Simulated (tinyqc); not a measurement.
Series resistance and length offset from two lengths at two overdrives.

Question. In strong inversion R W = Rsd + k(x)(L - dL), k(x) = (1 + th1 x)/(mu0 Cox x), x the overdrive, Cox = eps0 eox/tox, with Rsd and dL independent of x. Find dL, Rsd, mu0 and th1.

Values chosen for this exercise:
```
symbol,value,unit,meaning
eox,22.5,,relative permittivity of the gate insulator (close to hafnium oxide)
tox,21,nm,insulator thickness
```

Constants: eps0 = 8.8541878128e-14 F/cm where lengths are in cm. Results are converted to the units shown.

total resistance times width (ohm um):
```
                  L = 0.069 um  L = 0.42 um
overdrive 0.53 V    648.910922   3549.65676
overdrive 1.11 V    402.571793   1952.30147
```

Solution. At each overdrive R W is a straight line in L; the two lines cross at L = dL, R W = Rsd. Their slopes give k x = (1 + th1 x)/(mu0 Cox), a straight line in x.

dL = 0.005000 um
Rsd = 120.0 ohm um
mu0 = 270.0 cm^2/(V s)
th1 = 0.2300 1/V

Numbers from tinyqc (`OMP_NUM_THREADS=1 python tinyqc.py 2210128 2210129 out.jsonl`; about 0.01 s on one thread of a shared Intel Xeon 2.30GHz).
